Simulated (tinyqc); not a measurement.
Ionisation constants from two fields.

Question. alpha_n = an exp(-bn/E). Find bn and an.

alpha_n at 1760 and 3630 kV/cm (1/cm): [0.69851770, 18530.173]

Solution. ln alpha is a straight line in 1/E with slope -bn and intercept ln an.

bn = 3.48e7 V/cm
an = 2.70e8 1/cm

Computed by the program tinyqc: `OMP_NUM_THREADS=1 python tinyqc.py 2120053 2120054 out.jsonl`, one thread of a shared Intel Xeon 2.30GHz, about 0.05 s for the whole run.
